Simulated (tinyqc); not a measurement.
What moves the minority density and the gain: heavy doping: gap narrowing, degeneracy and the minority density.

F_j(eta) = (1/Gamma(j + 1)) integral_0^infinity x^j dx/(1 + exp(x - eta)), which tends to exp(eta) for eta << 0.

Empirical narrowing (Slotboom form, constants chosen for the exercise; published fits of this form give the apparent narrowing, here it is taken as the true one): dEg = E0 [ln(N/N0) + sqrt(ln(N/N0)^2 + C)].

Majority: N = Nv F_1/2(eta), eta the distance of EF beyond the majority band edge in kT. Degeneracy factor gam = F_1/2(eta)/exp(eta). ni0^2 = Nc Nv exp(-Eg/kT); product n p = ni0^2 gam exp(dEg/kT), dEg the true narrowing; apparent narrowing dEa = dEg + kT ln gam; minority density = n p/N.

Bipolar transistor with N as emitter doping: beta = K (N/NB) exp((dEa_B + dG - dEa_E)/kT), dEa_E = dEg(N) + kT ln gam, dEa_B = dEg(NB). For the sweep in T, Nv is scaled as (T/T0)^(3/2) from its value at T0 = T.

Constants: kB = 8.617333262e-05 eV/K.

Parameters, chosen for this exercise (gap and densities of states near those of GaAs at this temperature; narrowing constants of the size fitted for Si, not for this material; the results hold for these values, not for the real material):

| symbol | value | unit | meaning |
|---|---|---|---|
| Eg | 1.408 | eV | gap |
| Nc | 4.44e+17 | 1/cm^3 | conduction-band density of states |
| Nv | 9.44e+18 | 1/cm^3 | valence-band density of states |
| T | 300 | K |  |
| E0 | 9.01 | meV | narrowing scale |
| N0 | 1.6e+17 | 1/cm^3 | onset density |
| C | 0.5 |  | smoothing constant |
| N | 2.8e+17 | 1/cm^3 | ionised acceptors, equal to the majority density |
| NB | 2e+17 | 1/cm^3 | base doping |
| K | 5.1 |  | ratio (D_B W_E)/(D_E W_B) |
| dG | 80 | meV | extra narrowing of the base by alloying |

All results formed anew. Each row changes one parameter from the base and keeps the others.

Results:

| case | dEg (meV) | dEa (meV) | minority (1/cm^3) | beta |
|---|---|---|---|---|
| base | 13.17 | 12.90 | 5.48e-05 | 134 |
| N = 5.6e+17 1/cm^3 | 24.25 | 23.71 | 4.16e-05 | 176 |
| E0 = 10.812 meV | 15.80 | 15.53 | 6.06e-05 | 129 |
| N0 = 3.2e+17 1/cm^3 | 5.28 | 5.01 | 4.04e-05 | 148 |
| Eg = 1.428 eV | 13.17 | 12.90 | 2.53e-05 | 134 |
| Nv = 1.23e+19 1/cm^3 | 13.17 | 12.96 | 7.15e-05 | 134 |
| NB = 4e+17 1/cm^3 | 13.17 | 12.90 | 5.48e-05 | 98.6 |

The largest shifts from the base row, up to three for each result and ties (the steps differ in size, so this ranks the rows, not the parameters). dEg (meV): N +11.08, N0 -7.89, E0 +2.63; unchanged at the printed digits by Eg, Nv and NB. dEa (meV): N +10.81, N0 -7.89, E0 +2.63; unchanged at the printed digits by Eg and NB. minority (1/cm^3): Eg -2.95e-05, Nv +1.68e-05, N0 -1.44e-05; unchanged at the printed digits by NB. beta: N +42.4, NB -35.4, N0 +14.2; unchanged at the printed digits by Eg and Nv.

Program tinyqc; command `OMP_NUM_THREADS=1 python tinyqc.py 1652472 1652473 out.jsonl`; about 0.01 s on one thread of a shared Intel(R) Xeon(R) Processor @ 2.30GHz.
